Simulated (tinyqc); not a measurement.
Transfer curve: field-effect mobility of a thin-film transistor with band-tail and deep states (multiple trapping). Computed by tinyqc, a small Python program. Command: `OMP_NUM_THREADS=1 python tinyqc.py 3022655 3022656 out.jsonl tft walk`. One thread of a shared host (Intel(R) Xeon(R) Processor @ 2.30GHz), about 0.07 s of CPU time with the checks.

A thick film in accumulation at small drain voltage. Only free electrons move; trapped ones still screen the gate. N_c and mu_0 are held fixed when T changes, leaving out the T^(3/2) growth of N_c. x = E_0 - psi is the distance of the Fermi level below the band edge.

Inputs (values chosen for the exercise, modelled on amorphous silicon): permittivity eps = 11.8; effective density of states N_c = 2.1e+20 1/cm^3; band mobility mu_0 = 12 cm^2/(V s); tail density at the edge g_t = 2.5e+21 1/(eV cm^3); tail width E_t = 44 meV; deep-state density g_d = 1.7e+17 1/(eV cm^3); flat-band Fermi level below the edge, E_0 = 0.68 eV; equivalent oxide thickness t = 98 nm; temperature T = 350 K.

Deep states: included.

Constants: k_B = 8.617333262e-05 eV/K; e = 1.602176634e-19 C; eps_0 = 8.8541878128e-12 F/m.

Method:
- F_j(eta) = int_0^infinity x^j/(1 + exp(x - eta)) dx, without a gamma-function factor.
- Integrals over x = E/(k_B T) use 160 Gauss-Legendre points in u = sqrt(x) from 0 to sqrt(max(eta, 0) + 32).
- Free n(x) = N_c (2/sqrt(pi)) F_1/2(-x/k_B T), with F_1/2 from its two-term series in exp(-x/k_B T) for x >= 12 k_B T; tail n_t(x) = int_0^1.2eV g_t exp(-E/E_t)/(1 + exp((x - E)/k_B T)) dE, E counted down from the edge, 120 Gauss-Legendre points; deep charge g_d psi; space charge rho(psi) = n + n_t + g_d psi less its value at psi = 0.
- Poisson: F(psi) = sqrt((2 e/(eps eps_0)) int_0^psi rho dpsi'); V_G - V_FB = psi_s + eps F(psi_s) t/3.9; free sheet density N_f = int (n - n(E_0))/F dpsi; induced sheet density N_i = eps eps_0 F(psi_s)/e; trapezoid rule on 301 even points in psi, the first interval left out of N_f.
- mu_eff = mu_0 N_f/N_i; field-effect mobility mu_FE = mu_0 e (dN_f/dV_G)/C_ox and swing S = dV_G/dlog10(N_f), by a central difference of +/- 2 mV in psi_s; C_ox = 3.9 eps_0/t.

Against the band bending:
```
psi_s (V)  V_G - V_FB (V)  N_f (1/cm^2)  mu_eff (cm^2/(V s))  mu_FE (cm^2/(V s))  S (mV/decade)
0.24                 1.45    8.5627e+07           3.8553e-03          1.8586e-02     5.7913e+02
0.34                 2.37    1.4049e+09           3.7748e-02          1.6232e-01     1.0880e+03
0.42                 4.04    1.2038e+10           1.8126e-01          5.2682e-01     2.8719e+03
0.49                 7.55    6.7983e+10           5.2510e-01          1.1986e+00     7.1287e+03
0.54                12.54    2.1799e+11           9.9094e-01          2.0753e+00     1.3201e+04
0.60                23.78    8.3853e+11           1.9738e+00          3.9272e+00     2.6834e+04
0.65                40.83    2.4579e+12           3.3381e+00          6.3408e+00     4.8712e+04
0.69                62.38    5.4090e+12           4.7844e+00          8.4218e+00     8.0698e+04
0.75               111.32    1.4034e+13           6.9257e+00          1.0403e+01     1.6949e+05
```

What does the comparison show, and why?

The steepest swing among the rows is 579 mV/decade. mu_eff climbs from 0.0039 to 6.9, 58 % of mu_0 in the last row. Between rows 6 and 7 N_f scales as (V_G - V_FB - psi_s)^1.96; an exponential tail holding all the charge would give the larger of 1 and 2 E_t/k_B T - 1, here 1.92, and free charge alone 1; charge in deep states makes the exponent larger and lets it vary with V_G. The last row needs an oxide field above 5 MV/cm, near or beyond breakdown.
